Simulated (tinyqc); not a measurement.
# Dopants and charged point defects at anneal temperature: Fermi-level effect, clustering and pairing, step by step

A worked calculation. Computed by tinyqc, a small Python program that keeps every step. Command: `OMP_NUM_THREADS=1 python tinyqc.py 3025736 3025737 out.jsonl pairing walk`. One thread of a shared host (Intel(R) Xeon(R) Processor @ 2.30GHz), about 0.02 s of CPU time with the checks. Intermediate numbers are printed to about 6 digits and carried at full precision; extremes and crossings named in words are read from the listed rows.

Boltzmann statistics and full ionisation of active dopants. Energies are counted from the valence band; the defect (a vacancy or self-interstitial) has five charge states, with all degeneracy factors one.

Inputs (values chosen for the exercise, for a model semiconductor):

| quantity | value | unit |
|---|---|---|
| gap at 0 K E_g0 | 1.34 | eV |
| Varshni alpha | 0.00036 | eV/K |
| Varshni beta | 170 | K |
| electron mass m_e | 0.0945 | m_0 |
| valleys M_c | 1 | - |
| hole mass m_h | 0.763 | m_0 |
| anneal temperature T | 1070 | K |
| total dopant density N | 3.2e+20 | cm^-3 |
| formation enthalpy of the neutral defect H_f | 3.45 | eV |
| formation entropy S_f | 9.7 | k_B |
| site density N_s | 3.2e+22 | cm^-3 |
| intrinsic dopant diffusivity D_i | 4.2e-17 | cm^2/s |
| anneal time t | 20 | s |
| dopant atoms per cluster k | 4 | - |
| cluster binding energy E_b | 1.87 | eV |

Dopant: acceptor. Second part: clustering of the dopant.

defect levels as fractions of E_g(T): (2+/+), (+/0), (0/-), (-/2-): 0.077  0.12  0.67  0.7

Constants: m_0 = 9.1093837015e-31 kg; k_B = 1.380649e-23 J/K; h = 6.62607015e-34 J s; k_B = 8.617333262e-05 eV/K.

## The host at the anneal temperature

E_g = E_g0 - alpha T^2/(T + beta). N_c = 2 M_c (2 pi m_e k_B T/h^2)^(3/2) and N_v = 2 (2 pi m_h k_B T/h^2)^(3/2), masses in units of m_0. n_i = sqrt(N_c N_v) exp(-E_g/2 k_B T); E_i = E_g/2 + (k_B T/2) ln(N_v/N_c).

E_g = 1.00761 eV

k_B T = 0.0922055 eV

n_i = 9.96496e+16 cm^-3

E_i = 0.648244 eV

effective density of states N_b of the majority band = 1.12656e+20 cm^-3

## Active and clustered dopant

p = A/2 + sqrt(A^2/4 + n_i^2) for an active density A. k ionised dopants and k carriers form one neutral cluster: C = N_s (A/N_s)^k (p/N_b)^k exp(E_b/k_B T), N_b the effective density of states of the majority band, and N = A + k C (60 bisections in ln A between ln N - 90 and ln N).

active density A = 6.90277e+19 cm^-3

clusters C = 6.27431e+19 cm^-3

active share = 0.215711

78 % of the dopant is lost to clusters.

## Carrier density and Fermi level

chi = n/n_i (for acceptors n_i/p); E_F = E_i + k_B T ln chi; field enhancement h = 1 + A/sqrt(A^2 + 4 n_i^2).

p = 6.90278e+19 cm^-3

chi = 0.00144361

E_F = 0.0451646 eV

field enhancement h = 2.00000

The doping is 693 n_i: extrinsic conditions.

## Charged defects

C_0 = N_s exp(S_f/k_B) exp(-H_f/k_B T). Ratios to the neutral state at E_F = E_i: r_+ = exp((E(+/0) - E_i)/k_B T), r_2+ = r_+ exp((E(2+/+) - E_i)/k_B T), r_- = exp((E_i - E(0/-))/k_B T), r_2- = r_- exp((E_i - E(-/2-))/k_B T); at other E_F state q scales as chi^(-q). The enhancement is sum r_q chi^(-q)/sum r_q. The charge on the defects is left out of neutrality.

neutral defects C_0 = 2.93802e+10 cm^-3

Charge states:

| state | ratio r | intrinsic (cm^-3) | doped (cm^-3) |
|---|---|---|---|
| 2+ | 6.73583e-06 | 1.97900e+05 | 9.49604e+10 |
| + | 3.28271e-03 | 9.64466e+07 | 6.68091e+10 |
| 0 | 1.00000e+00 | 2.93802e+10 | 2.93802e+10 |
| - | 7.47333e-01 | 2.19568e+10 | 3.16971e+07 |
| 2- | 4.02393e-01 | 1.18224e+10 | 2.46381e+04 |

all defects, doped = 1.91181e+11 cm^-3

enhancement over intrinsic = 3.02235

mean charge = 1.34269 e

Doping leaves the neutral state alone and multiplies the total by 3.02; the most common state is 2+ (in intrinsic material 0).

## Dopant diffusivity

If every charge state of the defect carries the dopant equally well, D = D_i x enhancement x h x (active share A/N, a rough stand-in that overstates the dA/dN which immobile clusters call for), D_i being an input held fixed when T or H_f is moved; diffusion length 2 sqrt(D t).

effective diffusivity D = 5.47641e-17 cm^2/s

D/D_i = 1.30391

diffusion length = 0.661901 nm

## Against doping

chi = n/n_i; h = 1 + A/sqrt(A^2 + 4 n_i^2); the dopant diffusivity over its intrinsic value is D/D_i = enhancement x h x A/N, if every charge state carries the dopant equally well.

Trend at the anneal temperature:

| N (cm^-3) | active A (cm^-3) | chi | defect enhancement | mean charge | D/D_i |
|---|---|---|---|---|---|
| 3.00e+15 | 3.00000e+15 | 9.85061e-01 | 0.98930 | -0.71069 | 1.00418 |
| 1.40e+16 | 1.40000e+16 | 9.32218e-01 | 0.95211 | -0.67931 | 1.01882 |
| 6.40e+16 | 6.40000e+16 | 7.29171e-01 | 0.81904 | -0.54911 | 1.06945 |
| 3.00e+17 | 3.00000e+17 | 3.01892e-01 | 0.59137 | -0.22615 | 1.08396 |
| 1.40e+18 | 1.40000e+18 | 7.08213e-02 | 0.51214 | -0.00719 | 1.01916 |
| 6.40e+18 | 6.40000e+18 | 1.55665e-02 | 0.58077 | 0.20365 | 1.16126 |
| 3.00e+19 | 2.97048e+19 | 3.35462e-03 | 1.19815 | 0.84243 | 2.37269 |
| 1.40e+20 | 5.98492e+19 | 1.66501e-03 | 2.50931 | 1.26418 | 2.14542 |
| 6.40e+20 | 7.63737e+19 | 1.30476e-03 | 3.47122 | 1.39535 | 0.82847 |

Well below n_i = 9.96e16 cm^-3 chi and the enhancement are near 1. At any doping d ln(enhancement)/d ln chi equals minus the mean charge, which goes from -0.71 to +1.40 over the rows. The defect density first falls, because doping removes the states with the sign of the ionised dopant before it feeds the opposite ones. Clustering bends A over: its exponent in N falls to 0.16, towards 1/(2k) = 0.125, and D/D_i peaks at N = 3.0e19 cm^-3.

## Activation against anneal temperature

The formulas are those given above.

Equilibrium activation:

| T (K) | n_i (cm^-3) | active A (cm^-3) | clusters C (cm^-3) | active share |
|---|---|---|---|---|
| 640 | 3.00177e+14 | 8.78173e+18 | 7.78046e+19 | 0.027443 |
| 750 | 2.38386e+15 | 1.83449e+19 | 7.54138e+19 | 0.057328 |
| 860 | 1.14868e+16 | 3.20973e+19 | 7.19757e+19 | 0.100304 |
| 960 | 3.58182e+16 | 4.80716e+19 | 6.79821e+19 | 0.150224 |
| 1070 | 9.96496e+16 | 6.90277e+19 | 6.27431e+19 | 0.215711 |
| 1180 | 2.32561e+17 | 9.29179e+19 | 5.67705e+19 | 0.290368 |
| 1280 | 4.47679e+17 | 1.16578e+20 | 5.08555e+19 | 0.364306 |

The active share goes from 0.0274 at 640 K to 0.364 at 1280 K, so a layer activated by a hot, short anneal is metastable and deactivates in later, cooler steps if the dopant can move. Over the first three rows, where most dopant is clustered, a fit of ln A rises with slope 0.279 eV against -1/k_B T, near E_b/(2k) = 0.234 eV plus 0.75 k_B T.

Checks made by the program: conservation of the dopant (relative difference below 1e-10); ratios against Boltzmann factors of formation energies at E_F (relative difference below 1e-10).
